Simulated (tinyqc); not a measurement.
Surface against bulk across the gap: Shockley state of an s-p chain by decimation.

Each site has s at -d/2 and p at +d/2: H0 = diag(-d/2, d/2). The block to the next site on the right is H1 = [[-ts, u], [-u, tp]] (rows s, p of site n; columns s, p of site n + 1). Bulk: H(k) = [[-d/2 - 2 ts cos k, 2i u sin k], [-2i u sin k, d/2 + 2 tp cos k]]. The bands are inverted at k = pi if d < 2 (ts + tp).

Decimation (Sancho-Rubio) at z = E + i eta: start with es = e = H0, A = H1, B = H1^T. Each round forms g = (z - e)^-1 and sets es += A g B, e += A g B + B g A, A = A g A, B = B g B, doubling the length covered. Stop when all |A| < 1e-10. Surface G = (z - es)^-1, bulk G = (z - e)^-1; densities -Im tr G/pi.

Inputs chosen for the exercise:
```
symbol  value  unit  meaning
d       1.45   eV    Ep - Es
ts      0.79   eV    s-s hopping
tp      1.53   eV    p-p hopping
u       0.53   eV    s-p hopping
eta     0.05   eV    broadening
E1      -1.42  eV    first energy
dE      0.225  eV    step
```

Eleven energies E1 + j dE.

Densities (1/eV):
```
E (eV)  surface    bulk
-1.420   0.5224  0.6596
-1.195   0.1373  0.5907
-0.970   0.0492  0.0593
-0.745   0.0612  0.0270
-0.520   0.1566  0.0186
-0.295   1.9290  0.0166
-0.070   0.4508  0.0189
0.155    0.0937  0.0283
0.380    0.0521  0.0665
0.605    0.1098  0.6743
0.830    0.3510  1.1761
```

edges of the bulk gap (201 k points) (eV): -1.2188  0.6342

What can be read from this table?

Inside the gap the bulk density is only the tail of the broadening, at least 0.0166. The surface density peaks at -0.295 eV among these rows (1.929); a chain of 60 sites puts the surface level at -0.2312 eV.

Program tinyqc; command `OMP_NUM_THREADS=1 python tinyqc.py 1481772 1481773 out.jsonl`; about 0.3 s on one thread of a shared Intel(R) Xeon(R) Processor @ 2.30GHz.
